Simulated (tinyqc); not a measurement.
Plane-wave Kohn-Sham cycle with exchange-only LDA in a layered model solid, step by step. One step of it, computed by the program tinyqc.

Problem. Iteration 1: potential. V_H(G) = 4 pi rho(G)/G^2 for G != 0 (uniform background); v_x = -(3 rho/pi)^(1/3); V = V_ext + V_H + v_x; Fourier components f(G_m) = (1/N) sum_j f(x_j) exp(-i G_m x_j).

A solid whose potential varies along x alone (atomic units):
```
parameter                      value
period a                   12.000000
cross-section of the cell  39.000000
electrons per cell                 4
grid points                       16
plane waves -n..n, n               3
k points                           2
V1 in V1 cos(2 pi x/a)     -0.680000
```

density at the start, on the grid x_j = j a/N (e/bohr^3): 0.00854701  0.00854701  0.00854701  0.00854701  0.00854701  0.00854701  0.00854701  0.00854701  0.00854701  0.00854701  0.00854701  0.00854701  0.00854701  0.00854701  0.00854701  0.00854701

Give: Potentials on the grid; V(G_m), m = 0, 1, 2, ....

Solution.

Potentials on the grid (hartree):
```
x        V_ext    V_H     v_x       V
0.000   -0.680  0.000  -0.201  -0.881
0.750   -0.628  0.000  -0.201  -0.830
1.500   -0.481  0.000  -0.201  -0.682
2.250   -0.260  0.000  -0.201  -0.462
3.000        0  0.000  -0.201  -0.201
3.750    0.260  0.000  -0.201   0.059
4.500    0.481  0.000  -0.201   0.279
5.250    0.628  0.000  -0.201   0.427
6.000    0.680  0.000  -0.201   0.479
6.750    0.628  0.000  -0.201   0.427
7.500    0.481  0.000  -0.201   0.279
8.250    0.260  0.000  -0.201   0.059
9.000        0  0.000  -0.201  -0.201
9.750   -0.260  0.000  -0.201  -0.462
10.500  -0.481  0.000  -0.201  -0.682
11.250  -0.628  0.000  -0.201  -0.830
```

V(G_m), m = 0, 1, 2, ... (hartree): -0.201  -0.340  0.000  0.000  0.000  0.000  0.000
